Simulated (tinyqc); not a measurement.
Donor or exciton in a quantum well (variational effective-mass method). The trial binding against the radius. Computed by tinyqc, a small Python program. Command: `OMP_NUM_THREADS=1 python tinyqc.py 3031376 3031377 out.jsonl welldonor sweep`. One thread of a shared host (Intel(R) Xeon(R) Processor @ 2.30GHz), about 0.09 s of CPU time with the checks.

H = -nabla^2 - 2/|r - r_i| + V(z) in effective units; trial function psi = f(z) exp(-|r - r_i|/lambda), f the ground state of the well. Mass and screening are the same in well and barrier; l = L/a* is the width in effective units. Bands are flat: no polarisation or applied field.

Inputs (values chosen for the exercise, modelled on CdTe): electron mass m = 0.0954 m_0; dielectric constant eps = 10.5; well width L = 21 nm; donor position z_i/L from the centre = 0.

Centre: donor. Barriers: infinite.

Constants: Ry = 13.605693123 eV; a_0 = 0.529177210903 angstrom.

Method:
- Ry* = Ry m/eps^2, a* = a_0 eps/m; l = L/a*.
- k = pi/l; f = cos(k z) inside and zero outside; subband energy k^2 Ry*.
- Binding E_b(lambda) = -1/lambda^2 + 4 A/(lambda B), with A = int f^2 exp(-2 s/lambda) dz, B = int f^2 exp(-2 s/lambda)(1 + 2 s/lambda) dz and s = |z - z_i|; 40 Gauss-Legendre points on each piece between the walls at z = -l/2 and l/2 and z_i.

One run for each value:
```
trial radius lambda (a*)  E_b(lambda) (Ry*)  B (a*)
0.4                                 -0.9808  0.7180
0.6                                  0.9078  0.9686
0.8                                  1.3382  1.1510
1.0                                  1.4256  1.2836
1.2                                  1.4077  1.3813
1.4                                  1.3546  1.4547
1.6                                  1.2909  1.5110
1.8                                  1.2260  1.5549
2.0                                  1.1637  1.5897
```

What does the table show, and why?

Over the rows, E_b(lambda) (Ry*) goes from -0.981 through a maximum among these rows, 1.43 at 1.00, to 1.16; B (a*) rises from 0.718 to 1.59 (exponent d ln y / d ln x 0.74 between the first rows and 0.21 between the last). A small radius costs kinetic energy as 1/lambda^2 and a large one loses attraction.

Extremes, crossings and ranges named in words are read from the listed rows.
